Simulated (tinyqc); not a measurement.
Raising U: Hubbard chain of 4 sites, mean field against exact. Computed by the program tinyqc. 

one-body matrix (hopping and site energies) (eV):
```
         1        2        3        4
1   0.0000  -0.5700   0.0000   0.0000
2  -0.5700   0.0000  -0.5700   0.0000
3   0.0000  -0.5700   0.0000  -0.5700
4   0.0000   0.0000  -0.5700   0.0000
```

electrons, up and down: 2  2

Collinear unrestricted mean field (the lowest of 40 random starts) against exact diagonalisation.

Exact and mean-field results (eV):
```
U            U/t    E exact  E mean field  mean |n_up - n_down|  double occupancy, exact  first gap in the sector
0.2800    0.4912  -2.283394     -2.269117                0.0000                   0.2245                   0.6268
0.5700    1.0000  -2.037958     -1.979117                0.0000                   0.1988                   0.5578
1.1400    2.0000  -1.639287     -1.423312                0.3935                   0.1521                   0.4496
1.7100    3.0000  -1.338033     -1.049936                0.6966                   0.1138                   0.3687
2.2800    4.0000  -1.113293     -0.817563                0.8199                   0.0849                   0.3079
3.4200    6.0000  -0.816203     -0.559171                0.9177                   0.0494                   0.2266
4.5600    8.0000  -0.636788     -0.422980                0.9534                   0.0312                   0.1771
6.8400   12.0000  -0.437799     -0.283672                0.9792                   0.0152                   0.1218
11.4000  20.0000  -0.267113     -0.170714                0.9925                   0.0057                   0.0744
```

In absolute terms mean field is worst at U/t = 4.0, 0.296 eV too high: at small U it is nearly exact, and at large U it misses only exchange-scale energies. Its local moments set in at U/t = 2.0 of those listed, a broken symmetry that the exact state of a finite cluster with equal spins does not have. Relative to the exact energy its error is 0.6 % at the smallest U, 36 % at most and 36 % at the largest. The double occupancy falls from 0.225 to 0.006; at the largest U the first gap is 0.65 times the exchange scale 4t^2/U.
